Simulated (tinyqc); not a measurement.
# Scattering mobility, thermal velocity and mass from two apparent mobilities

Inverse problem. 1/mu_app = 1/mu_0 + 1/mu_B with the ballistic mobility mu_B = vT L/(2 Vt) and vT = sqrt(2 kB T/(pi m)) (non-degenerate carriers); the mean free path is 2 Vt mu_0/vT. Find mu_0, vT, m and the mean free path.

Values chosen for this exercise: temperature T = 250 K.

Constants: q = 1.602176634e-19 C, kB = 1.380649e-23 J/K, m0 = 9.1093837015e-31 kg, Vt = kB T/q. Results are converted to the units shown.

apparent mobility at L = 25 and 400 nm (cm^2/(V s)): 481.78436  680.72973

Solution. 1/mu_app is linear in 1/L: the slope is 2 Vt/vT and the intercept 1/mu_0.

mu_0 = 700 cm^2/(V s)
vT = 2.66e7 cm/s
m = 0.0340 m0
mean free path = 11.3 nm

Program tinyqc, `OMP_NUM_THREADS=1 python tinyqc.py 2380158 2380159 out.jsonl`; Intel Xeon 2.30GHz, shared host, one thread, about 0.02 s.
